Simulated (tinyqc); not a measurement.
Inside a calculation: cyclotron resonance of ellipsoidal valleys, Ge type. Values are carried at full precision from step to step, so a last printed digit may differ when a step is redone from the rounded ones.

Valleys along [111], [-111], [1-11], [11-1], mass ml along the axis and mt across it. B lies in the (1-10) plane, b = (sin(theta)/sqrt2, sin(theta)/sqrt2, cos(theta)). For the angle phi between B and the axis, 1/mc^2 = cos^2(phi)/mt^2 + sin^2(phi)/(mt ml). Resonance: h nu = 2 muB B/mc, h = 2 pi hbar.

Constants: hbar = 6.58211957e-16 eV s; muB = 5.788381798e-05 eV/T.

Inputs chosen for the exercise (near those of Ge; shifted at random, so the results belong to these values and not to a real crystal):

| symbol | value | unit | meaning |
|---|---|---|---|
| theta | 32 | degrees | angle of B from [001] towards [110] |
| ml | 1.59 | m0 | longitudinal mass |
| mt | 0.078 | m0 | transverse mass |
| nu | 9.4 | GHz | microwave frequency |
| tau | 24 | ps | scattering time |

## Angles to the valley axes

Give b and cos^2(phi) for each axis.

b: 0.3747  0.3747  0.8480

cos^2(phi): [111] 0.8506, [-111] 0.2397, [1-11] 0.2397, [11-1] 0.0032

## Cyclotron masses and resonance fields

For each axis, mc and B = h nu mc/(2 muB).

Resonances:

| axis | mc (m0) | B (T) |
|---|---|---|
| [111] | 0.0842 | 0.0283 |
| [-111] | 0.1482 | 0.0498 |
| [1-11] | 0.1482 | 0.0498 |
| [11-1] | 0.3416 | 0.1147 |

3 distinct masses appear; the limits are mt = 0.078 (B along the axis) and sqrt(ml mt) = 0.3522 (B across it).

## The same from the mass tensor

For the valley along [11-1]: M = mt 1 + (ml - mt) a a^T, and mc^2 = det M/(b M b).

M (m0), lower triangle:
```
         x        y       z
x   0.5820
y   0.5040   0.5820
z  -0.5040  -0.5040  0.5820
```

det M = 0.0096736
b M b = 0.0829
mc = 0.3416 m0

## Line shape

For linear polarisation and one isotropic mass the absorbed power goes as P = [1 + (w^2 + wc^2) tau^2]/([1 + (wc^2 - w^2) tau^2]^2 + 4 w^2 tau^2), w = 2 pi nu. List it for wc/w = 0, 0.5, 0.8, 0.9, 1, 1.1, 1.2, 1.5 and 2, which is B over the resonance field.

w tau = 1.417

Power:

| wc/w | P |
|---|---|
| 0.0 | 0.3323 |
| 0.5 | 0.4234 |
| 0.8 | 0.5294 |
| 0.9 | 0.5507 |
| 1.0 | 0.5553 |
| 1.1 | 0.5409 |
| 1.2 | 0.5094 |
| 1.5 | 0.3697 |
| 2.0 | 0.1924 |

The largest listed value lies at wc/w = 1.0, 1.7 times the zero-field value. The line is so broad that on the low-field side it reaches half its height only near zero field, or not at all. The closest two lines of this crystal are 76.0 % apart, so they merge at this w tau.

## Checks

- Rotation frequency of dv/dt = -M^-1 (v x b) for the valley along [11-1], in units of e B/m0, against 1/mc: both 2.9275.

(tinyqc, `OMP_NUM_THREADS=1 python tinyqc.py 1251290 1251291 out.jsonl`, Intel(R) Xeon(R) Processor @ 2.30GHz, 1 thread, shared host, about 0.01 s.)
